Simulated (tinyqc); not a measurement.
# Long-channel MOSFET, surface-potential model: effects of single changes

n-channel transistor on a uniformly doped p-type body, gradual-channel approximation, constant mobility, Boltzmann statistics, full ionisation. Potentials are counted from the neutral body; V is the electron quasi-Fermi potential, Vsb at the source and Vsb + Vds at the drain. Charges are magnitudes per area.

Inputs (values chosen for the exercise); material values close to those of silicon: temperature T = 300 K; band gap Eg = 1.14 eV; relative permittivity of the semiconductor eps_r = 11.5; conduction-band density of states at T Nc = 2.74e19 cm^-3; valence-band density of states at T Nv = 2.66e19 cm^-3; acceptor density of the body Na = 1.2e16 cm^-3; relative permittivity of the gate insulator eox = 24.6; insulator thickness tox = 44 nm; flat-band voltage Vfb = -0.35 V; channel mobility mu = 190 cm^2/(V s); gate width W = 2 um; gate length L = 0.5 um; source-body reverse bias Vsb = 0 V; gate-source voltage Vgs = 0.91 V; drain-source voltage Vds = 0.5 V.

Constants: q = 1.602176634e-19 C, kB = 1.380649e-23 J/K, Vt = kB T/q, eps0 = 8.8541878128e-14 F/cm where lengths are in cm. Results are converted to the units shown.

Each table varies one quantity; the others keep the values above.

## Effect of the insulator thickness

ni = sqrt(Nc Nv) exp(-Eg/(2 Vt)), Eg in volts; phiF = Vt ln(Na/ni); Cox = eps0 eox/tox; gamma = sqrt(2 q eps0 eps_r Na)/Cox. The surface potential psi at channel potential V solves Vgs + Vsb - Vfb - psi = gamma sqrt(G), G = psi - Vt + Vt exp((psi - 2 phiF - V)/Vt). Charge sheet: Qi = Cox gamma [sqrt(G) - sqrt(psi - Vt)]; I = mu (W/L) [integral of Qi dpsi from psi_0 to psi_L (drift) + Vt (Qi0 - QiL) (diffusion)], with psi_0 at V = Vsb and psi_L at V = Vsb + Vds. VT = Vfb + 2 phiF + gamma sqrt(2 phiF + Vsb), m = 1 + gamma/(2 sqrt(2 phiF + Vsb)). The swing is 20 mV/log10[I(VT - 0.14 V)/I(VT - 0.16 V)] of the charge-sheet current at the given Vds.

Result of one run:
```
tox (nm)	gamma (V^0.5)	VT (V)	m	swing (mV/decade)	I at Vgs, Vds (uA)
48	0.1379	0.5096	1.080	66.42	12.12
```

What becomes of these results when the insulator thickness tox is changed from 48 to 88 nm, all else the same?

Result of the changed run:
```
tox (nm)	gamma (V^0.5)	VT (V)	m	swing (mV/decade)	I at Vgs, Vds (uA)
88	0.2528	0.6085	1.147	70.93	3.554
```

The whole series:
```
tox (nm)	gamma (V^0.5)	VT (V)	m	swing (mV/decade)	I at Vgs, Vds (uA)
15	0.04309	0.4280	1.025	62.65	50.33
20	0.05746	0.4404	1.033	63.23	37.46
27	0.07756	0.4577	1.045	64.03	26.68
36	0.1034	0.4799	1.060	65.06	18.50
48	0.1379	0.5096	1.080	66.42	12.12
65	0.1867	0.5516	1.108	68.35	7.083
88	0.2528	0.6085	1.147	70.93	3.554
```

As tox goes from 15 to 88 nm, VT rises from 0.428 to 0.609 V, the swing rises from 62.7 to 70.9 mV a decade and the current falls from 50.3 to 3.55 uA. The swing is 2.7 % above m Vt ln 10 in the first row and 3.9 % above it in the last. For tox = 15 to 27 nm the surface electron density at the source passes 0.3 Nc, where degeneracy and quantisation, left out here, matter.

## Effect of the acceptor density of the body

Same model as above.

Effect of the acceptor density of the body:
```
Na (cm^-3)	gamma (V^0.5)	VT (V)	m	swing (mV/decade)	I at Vgs, Vds (uA)
1.2e15	0.03997	0.3034	1.025	63.12	31.08
2.2e15	0.05412	0.3469	1.033	63.55	27.04
4.1e15	0.07388	0.3966	1.045	64.20	22.50
7.6e15	0.1006	0.4525	1.059	65.09	17.64
1.4e16	0.1365	0.5170	1.079	66.31	12.60
2.6e16	0.1861	0.5953	1.105	67.98	7.570
4.8e16	0.2528	0.6905	1.140	70.21	3.273
```

Read the table: what changes, and by how much?

As Na goes from 1.2e15 to 4.8e16 cm^-3, VT rises from 0.303 to 0.690 V, the swing rises from 63.1 to 70.2 mV a decade and the current falls from 31.1 to 3.27 uA. The swing is 3.4 % above m Vt ln 10 in the first row and 3.4 % above it in the last.

tinyqc, about 0.03 s, one thread, Intel Xeon 2.30GHz (shared host): `OMP_NUM_THREADS=1 python tinyqc.py 2360031 2360032 out.jsonl`
